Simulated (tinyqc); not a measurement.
From results back to parameters: special k points of the fcc lattice. Three cases, with inputs chosen for the exercise.

Problem. E(k) = -sqrt(D^2 + (e0 - t A_1(k))^2) with A_1 = 12 at Gamma and A_1 = 0 at b1/2; t > 0 and D > 0 are hidden.

Case 1.

Values chosen: e0 = 1.21 eV (offset).
E at Gamma = -3.022350 eV
E at b1/2 = -2.210566 eV

Case 2.

Values chosen: e0 = 1.38 eV (offset).
E at Gamma = -3.495483 eV
E at b1/2 = -2.613963 eV

Case 3.

Values chosen (out of a larger set: the lattice of Si, GaAs, Cu and Al; not measured data): e0 = 1.43 eV (offset).

E at Gamma = -3.913694 eV
E at b1/2 = -2.450510 eV

Find: t; D.

Solution. The difference of the squares is 144 t^2 - 24 e0 t; it is positive, so the quadratic has one positive root t; D^2 follows from either energy.

Case 1.

t = 0.300 eV
D = 1.850 eV

Case 2.

t = 0.340 eV
D = 2.220 eV

Case 3.

t = 0.400 eV
D = 1.990 eV

Computed by tinyqc, one run a case: `OMP_NUM_THREADS=1 python tinyqc.py N N+1 out.jsonl` with N = 1681688, 1681723, 1681740; one thread of a shared Intel(R) Xeon(R) Processor @ 2.30GHz, about 0.2 s a run at most.
